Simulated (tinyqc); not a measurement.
Changing the bath temperature T2: precursor delivery by bubblers, mass-transport growth and the solid composition of a III-V alloy. Computed by tinyqc, a small Python program. Command: `OMP_NUM_THREADS=1 python tinyqc.py 3008936 3008937 out.jsonl movpe_thermo sweep`. One thread of a shared host (Intel(R) Xeon(R) Processor @ 2.30GHz), about 0.01 s of CPU time with the checks.

1 sccm = 44.615 micromol/min; 1 torr = 133.322 Pa. The sources decompose fully at the surface.

Inputs (values chosen for the exercise, modelled on trimethylgallium (source 1) and trimethylindium (source 2) for the vapour pressures):
```
quantity,value,unit
bath temperature T1,262,K
bubbler pressure p_b,760,torr
carrier flow F1,22,sccm
carrier flow F2,130,sccm
total flow F_t,21,slm
group-V flow F_V,93,sccm
reactor pressure p,760,torr
growth temperature T,1030,K
diffusivity at 273 K and 760 torr,0.41,cm^2/s
flow cross-section A,53,cm^2
distance from the leading edge z,6.9,cm
lattice constant a,5.58,angstrom
interaction L0 of the solid,8.72,kJ/mol
vapour fraction x_v of D among the group-V sources,0.25,-
exchange energy dG_x of AC + (1/2) D2 -> AD + (1/2) C2,0.043,kJ/mol
```

Alloy: mixing on the group-V sites.

constants a, b of source 1 (log10 torr, K): [8.067, 1703]

constants a, b of source 2 (log10 torr, K): [10.53, 3014]

Constants: k_B = 1.380649e-23 J/K; R = 8.314462618 J/(mol K).

Method:
- log10 p_v = a - b/T_bath; molar flow = F x 44.615 x p_v/(p_b - p_v) for a saturated bubbler.
- p_i = p n_i/(44615 F_t), F_t in slm; p_V = p F_V/(1000 F_t), counted per molecule supplied; V/III = 44.615 F_V/(n1 + n2); vapour fraction of source 2 = n2/(n1 + n2).
- Mean velocity u = (F_t/A)(760/p)(T/273); D = D0 (T/273)^1.75 (760/p); boundary layer delta = sqrt(pi D z/u); flux = D dp/(delta k_B T); growth rate = flux x a^3/4.
- At high V/III the group-V pressures at the surface equal those supplied, as dimers: p_D2/p_C2 = x_v/(1 - x_v). Equilibrium of the solid AC(1-x)D(x), A standing for the mix of both group-III metals: ln[x/(1 - x)] + L0 (1 - 2x)/(R T) = -dG_x/(R T) + (1/2) ln[x_v/(1 - x_v)]. Growth rate = rate per torr x (p_1 + p_2). Sensitivity dx/dx_v = [1/(2 x_v (1 - x_v))]/[1/(x (1 - x)) - 2 L0/(R T)].

One run for each value:
```
bath temperature T2 (K),vapour pressure 2 (torr),molar flow 2 (micromol/min),vapour fraction of source 2,solid fraction x
280,0.583,4.45,0.0817,0.2609
285,0.901,6.88,0.1208,0.2609
290,1.371,10.48,0.1730,0.2609
295,2.056,15.73,0.2391,0.2609
300,3.043,23.32,0.3177,0.2609
305,4.447,34.13,0.4053,0.2609
310,6.418,49.40,0.4966,0.2609
315,9.157,70.73,0.5855,0.2609
```

Over the rows, vapour pressure 2 (torr) rises from 0.583 to 9.16 (exponent d ln y / d ln x 25 between the first rows and 22 between the last); molar flow 2 (micromol/min) rises from 4.45 to 70.7 (exponent d ln y / d ln x 25 between the first rows and 22 between the last); vapour fraction of source 2 rises from 0.0817 to 0.585 (exponent d ln y / d ln x 22 between the first rows and 10 between the last).

Caution (all rows): the boundary layer is a quarter or more of the root of the cross-section, so it fills much of the channel and depletion along the flow matters.

Extremes, crossings and ranges named in words are read from the listed rows.
